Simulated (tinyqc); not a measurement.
Worked calculation: bound state in one dimension: Numerov shooting, finite differences, DVR. Computed by tinyqc, a small Python program that keeps every step. Settings: points = 96. Command: `OMP_NUM_THREADS=1 python tinyqc.py 28568 28569 out.jsonl` (the two numbers bound the seeds that draw the settings). One thread of a shared host (Intel(R) Xeon(R) Processor @ 2.60GHz), about 0.01 s of CPU time with the checks.

## Numerov steps at E = 0.1

One particle of mass 1 in V = 1.14 (x^2 - 1.62^2)^2 / 1.62^4 (atomic units), psi = 0 at both ends:
```
parameter                 value
left end              -3.400000
right end              3.400000
intervals                    96
h                      0.070833
state sought (nodes)          3
```

k_i = 2 m (E - V_i); (1 + h^2 k_(i+1)/12) y_(i+1) = 2 (1 - 5 h^2 k_i/12) y_i - (1 + h^2 k_(i-1)/12) y_(i-1), from y_0 = 0, y_1 = 0.001.

Points along the way:
```
i         x        V         k       y
0   -3.4000  13.2158  -26.2315  0.0000
1   -3.3292  11.8434  -23.4869  0.0010
2   -3.2583  10.5729  -20.9457  0.0021
3   -3.1875   9.3994  -18.5987  0.0035
4   -3.1167   8.3184  -16.4368  0.0051
5   -3.0458   7.3256  -14.4511  0.0072
32  -1.1333   0.2972   -0.3944  0.2959
33  -1.0625   0.3702   -0.5404  0.3102
34  -0.9917   0.4457   -0.6914  0.3253
35  -0.9208   0.5223   -0.8447  0.3415
36  -0.8500   0.5987   -0.9974  0.3592
37  -0.7792   0.6736   -1.1471  0.3787
```

## Bisection on the node count

With more sign changes than the state has nodes (the last point included) the energy is too high, else too low; the bracket starts as 0.1 to 12.

Trials:
```
trial         E  sign changes  y at the right end   next
1      6.050000             6            2.78e-02  lower
2      3.075000             4            4.73e-02  lower
3      1.587500             2            1.02e+00  raise
4      2.331250             3           -3.30e-01  raise
5      2.703125             3           -1.92e-01  raise
6      2.889063             3           -6.37e-02  raise
7      2.982031             3           -4.29e-03  raise
8      3.028516             4            2.26e-02  lower
9      3.005273             4            9.45e-03  lower
10     2.993652             4            2.64e-03  lower
11     2.987842             3           -8.07e-04  raise
12     2.990747             4            9.22e-04  lower
13     2.989294             4            5.83e-05  lower
14     2.988568             3           -3.74e-04  raise
...         ...           ...                 ...    ...
29     2.989196             3           -4.61e-09  raise
30     2.989196             4            1.99e-09  lower
31     2.989196             3           -1.31e-09  raise
```

eigenvalue = 2.989196 hartree

## The same grid by other methods

Three-point finite differences and the sine-DVR kinetic matrix of Colbert and Miller on the same points.

Lowest levels (hartree):
```
state  finite differences     DVR
0                  0.7114  0.7116
1                  0.9295  0.9300
2                  1.9870  1.9885
3                  2.9849  2.9892
4                  4.2359  4.2450
5                  5.6410  5.6578
```
